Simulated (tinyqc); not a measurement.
The product rho l across metals: free and nearly free electrons in a metal.

Constants: hbar^2/2m0 = 3.80998211 eV angstrom^2; hbar = 6.58211957e-16 eV s.

Free electrons with m = 1; fcc cells hold 4 atoms and bcc cells 2; n = atoms z/a^3, kF = (3 pi^2 n)^(1/3), rho l = hbar kF/(n e^2), e = 1.602176634e-19 C. Inputs are chosen for the exercise.

Cases:

| case | lattice | a (angstrom) | z | rho (micro-ohm cm) |
|---|---|---|---|---|
| near Cu | fcc | 3.614 | 1 | 1.60 |
| near Ag | fcc | 4.082 | 1 | 1.45 |
| near Ca | fcc | 5.605 | 2 | 3.22 |
| near Au | fcc | 4.108 | 1 | 2.11 |
| near K | bcc | 5.239 | 1 | 6.92 |
| near Al | fcc | 4.081 | 3 | 2.69 |

Rank the cases by rho l (1e-16 ohm m^2), lowest first.

Answer: near Al, near Cu, near Ag, near Au, near Ca, near K.

Results:

| case | lattice | a (angstrom) | z | rho (micro-ohm cm) | kF (1/angstrom) | EF (eV) | l (nm) | rho l (1e-16 ohm m^2) |
|---|---|---|---|---|---|---|---|---|
| near Cu | fcc | 3.614 | 1 | 1.60 | 1.359 | 7.04 | 41.2 | 6.59 |
| near Ag | fcc | 4.082 | 1 | 1.45 | 1.203 | 5.51 | 58.0 | 8.40 |
| near Ca | fcc | 5.605 | 2 | 3.22 | 1.104 | 4.64 | 31.0 | 9.98 |
| near Au | fcc | 4.108 | 1 | 2.11 | 1.195 | 5.44 | 40.3 | 8.51 |
| near K | bcc | 5.239 | 1 | 6.92 | 0.744 | 2.11 | 31.8 | 21.98 |
| near Al | fcc | 4.081 | 3 | 2.69 | 1.736 | 11.48 | 15.0 | 4.04 |

rho l falls as n^(-2/3): it is lowest for the case near Al and highest for near K. The lowest bulk rho belongs to near Ag; in very narrow wires, where rho l rules, the order changes. Real Fermi surfaces depart from spheres, most for the polyvalent and noble metals.

Program tinyqc; command `OMP_NUM_THREADS=1 python tinyqc.py 1681171 1681172 out.jsonl`; about 0.01 s on one thread of a shared Intel(R) Xeon(R) Processor @ 2.30GHz.
